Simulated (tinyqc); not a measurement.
Type-II superlattice in the two-band Kane model: sweeps and comparisons. A value that a table varies takes the place of the one given here.

Motion along the axis, period d = a + b, c = hbar^2/2m0. Conduction and light-hole bands couple: (E - Ec)(E - Ev) = Ep c k^2 in each layer, with mass m(E) = (E - Ev)/Ep, which may be negative. The conduction envelope psi and psi'/m(E) are continuous; a layer carries them by [[cos kt, (m/k) sin kt], [-(k/m) sin kt, cos kt]] (cosh and sinh for k^2 < 0), and cos(q d) = tr(M_B M_A)/2. C1 is the first miniband above EvB, with its bottom at tr/2 = +1 and its top at -1; the gap is the bottom of C1 less the top heavy-hole level HH1.

Heavy holes are uncoupled: with e = EvB - E, p = sqrt(mhB e/c), w = sqrt(mhA (EvB - EvA - e)/c), the top level HH1 at q = 0 solves (p/mhB) tan(p b/2) = (w/mhA) tanh(w a/2).

Constants: hbar^2/2m0 = 3.80998211 eV angstrom^2; hc = 1239.841984 eV nm.

Inputs chosen for the exercise (near those of an InAs/GaSb superlattice; the results hold for these values, not for the real material): b = 46 angstrom (layer B); EcA = 0 eV (conduction edge of A); EvA = -0.412 eV (valence edge of A); EcB = 1.001 eV (conduction edge of B); EvB = 0.177 eV (valence edge of B); EpA = 14.1 eV (coupling energy in A); EpB = 17.9 eV (coupling energy in B); mhA = 0.35 m0 (heavy hole in A); mhB = 0.26 m0 (heavy hole in B); As = (18, 27, 39, 45, 57, 63, 78) angstrom (widths of layer A); a = 30 angstrom (layer A).

## Width of layer A

Bottom of C1 (tr/2 = +1, above EvB), HH1, the gap and hc/gap; widths at which C1 no longer starts above EvB are left out.

Results:

| a (angstrom) | C1 (eV) | HH1 (eV) | gap (meV) | cut-off (micrometre) |
|---|---|---|---|---|
| 18 | 0.5635 | 0.1340 | 429.5 | 2.89 |
| 27 | 0.4202 | 0.1335 | 286.6 | 4.33 |
| 39 | 0.2993 | 0.1334 | 165.9 | 7.47 |
| 45 | 0.2574 | 0.1334 | 123.9 | 10.00 |
| 57 | 0.1958 | 0.1334 | 62.4 | 19.87 |

How do the results move?

From a = 18 to 57 angstrom C1 falls by 368 meV while HH1 moves by -0.6 meV, so layer A tunes the gap, from 429 to 62 meV. The cut-off shifts by 0.160 micrometre per angstrom at the thin end and 0.823 at the thick end: long wavelengths need tight control of the thickness.

## One band or two

Bottom of C1. One band: (k/mA) tan(k a/2) = (kappa/mB) tanh(kappa b/2) with the edge masses (Ec - Ev)/Ep and barrier EcB - EcA. Second row: mA replaced by m(E). The last column is measured against two bands.

Results:

| model | C1 (eV) | gap (meV) | error (meV) |
|---|---|---|---|
| one band, edge masses | 0.3647 | 231.2 | -19.3 |
| m(E) in A only | 0.3177 | 184.2 | -66.3 |
| two bands | 0.3840 | 250.5 | 0.0 |

mA = 0.0292 m0
mB = 0.0460 m0

How do the results move?

With edge masses C1 errs by -19 meV, 8 % of the gap. The heavier m(E) in A changes it by -47 meV; the treatment of B changes it by +66 meV, since C1 lies 207 meV above the valence edge of B, where its mass is 0.0116 instead of 0.0460.

## What each parameter does

Bottom and width of C1, HH1 and the gap. Each row changes one parameter from the base and keeps the others.

Results:

| case | C1 (eV) | width (meV) | HH1 (eV) | gap (meV) |
|---|---|---|---|---|
| base | 0.3840 | 51.8 | 0.1335 | 250.5 |
| a = 27 angstrom | 0.4202 | 55.4 | 0.1335 | 286.6 |
| b = 43 angstrom | 0.3795 | 59.5 | 0.1286 | 250.9 |
| EvB = 0.157 eV | 0.3815 | 49.0 | 0.1138 | 267.7 |
| EcB = 1.051 eV | 0.3909 | 46.8 | 0.1335 | 257.4 |
| EvA = -0.442 eV | 0.3798 | 51.0 | 0.1330 | 246.8 |
| EpA = 15.2 eV | 0.3922 | 53.9 | 0.1335 | 258.7 |
| mhB = 0.3 m0 | 0.3840 | 51.8 | 0.1372 | 246.8 |

What can be read from the table?

The largest shifts from the base row, up to three for each result and ties (the steps differ in size, so this ranks the rows, not the parameters). C1 (eV): a +0.0362, EpA +0.0082, EcB +0.0069; unchanged at the printed digits by mhB. width (meV): b +7.7, EcB -5.0, a +3.7; unchanged at the printed digits by mhB. HH1 (eV): EvB -0.0197, b -0.0049, mhB +0.0037; unchanged at the printed digits by a, EcB and EpA. gap (meV): a +36.1, EvB +17.2, EpA +8.2.

tinyqc: `OMP_NUM_THREADS=1 python tinyqc.py 1280966 1280967 out.jsonl`; about 0.04 s, one thread, shared Intel(R) Xeon(R) Processor @ 2.30GHz.
